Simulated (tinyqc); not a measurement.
From results back to parameters: valley splitting in a one-orbital chain of atomic planes (second-neighbour model).

Problem. For E(phi) = e0 + 2 v cos(phi) + 2 u cos(2 phi) with u, v > 0 and planes a/4 apart, the heights of the band at phi = 0 and phi = pi above its minimum were computed from hidden u and v; c = hbar^2/2m0.

Constants: hbar^2/2m0 = 3.80998211 eV angstrom^2.

Inputs chosen for the exercise (out of a larger set: near those of the Delta valleys of silicon; abrupt walls in this chain split the valleys several times more than measured wells; not measured data): a = 5.43 angstrom (lattice constant; planes lie a/4 apart).

E(0) - Emin = 3.382567 eV
E(pi) - Emin = 1.514567 eV

Find: u, v; phi0; mass at the minimum.

Solution. E - Emin = 4u (cos(phi) + v/(4u))^2. The difference of the two heights is 4v, and for v < 4u the sum of their square roots is 4 sqrt(u). The mass is (2c)/((a/4)^2 (8u - v^2/(2u))).

u, v (eV): 0.589  0.467

phi0 = 1.7703 rad
mass at the minimum = 0.913 m0

(tinyqc, `OMP_NUM_THREADS=1 python tinyqc.py 1482377 1482378 out.jsonl`, Intel(R) Xeon(R) Processor @ 2.30GHz, 1 thread, shared host, about 0.02 s.)
